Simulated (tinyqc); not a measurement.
Wafer bonding and layer transfer: bond energy, gap closing, particles, bonding of dissimilar wafers and hydrogen blisters. From stored energy U back to thickness t2. Computed by tinyqc, a small Python program. Command: `OMP_NUM_THREADS=1 python tinyqc.py 3024489 3024490 out.jsonl bond inv`. One thread of a shared host (Intel(R) Xeon(R) Processor @ 2.30GHz), about 0.01 s of CPU time with the checks.

gamma is the energy per area of each of the two surfaces; plates are isotropic.

Inputs (values chosen for the exercise, with wafer 1 close to silicon):
```
quantity                              value        unit
Young's modulus E1                      153         GPa
Young's modulus E2                      424         GPa
Poisson ratio nu                       0.22           -
thickness t1                            625  micrometre
blade thickness t_b                      50  micrometre
crack length L                         10.2          mm
expansion mismatch alpha_2 - alpha_1   -2.7      1e-6/K
heating dT                              425           K
```

Pair: two different wafers.

Method. Two cantilevers opened by t_b: gamma = 3 t_b^2 E1 t1^3 E2 t2^3/(16 L^4 (E1 t1^3 + E2 t2^3)). M = E/(1 - nu), misfit e = (alpha_2 - alpha_1) dT. Curvature k = 6 M1 M2 t1 t2 (t1 + t2) e/[M1^2 t1^4 + M2^2 t2^4 + 2 M1 M2 t1 t2 (2 t1^2 + 3 t1 t2 + 2 t2^2)]; force per width F = k (M1 t1^3 + M2 t2^3)/(6 (t1 + t2)); at the interface s1 = F/t1 + M1 k t1/2, s2 = -F/t2 - M2 k t2/2; stored biaxial energy U = F^2 [1/(M1 t1) + 1/(M2 t2)] + k^2 (M1 t1^3 + M2 t2^3)/12; the pair can part when U > 2 gamma.

Question. A run gave the result below. Find the thickness t2, known to lie between 380 and 1000 micrometre.

stored energy U = 30.17503 J/m^2

Answer.

Each step takes the trial c = (a f_b - b f_a)/(f_b - f_a), f being the result less the target and a, b, c the logarithms of the listed values; c replaces end b, the old b replaces a if the sign of f changed, and otherwise f_a is halved.

Scan of the range:
```
thickness t2 (micrometre)  stored energy U (J/m^2)
380                                        25.3288
446                                        27.3846
525                                        30.6133
616                                        35.0648
724                                        40.9236
851                                        48.0786
1000                                       56.2961
```

False position (Illinois rule, in the logarithm of the input) inside the bracket:
```
step    end a    end b    trial  stored energy U (J/m^2)
1     446.000  525.000  513.507                  30.1003
2     525.000  513.507  515.166                  30.1735
3     525.000  515.166  515.233                  30.1765
4     515.166  515.233  515.200                  30.1750
5     515.233  515.200  515.200                  30.1750
```

Stored energy U rises at every point of a 13-point scan of the range (every second point is shown), so one value fits; it is bracketed by 446 and 525. Answer: thickness t2 = 515.2 micrometre.

Caution: on a wafer of 100 mm the sag k R^2/2 would exceed half the thickness of the pair, beyond the small-deflection theory: the plate stiffens.
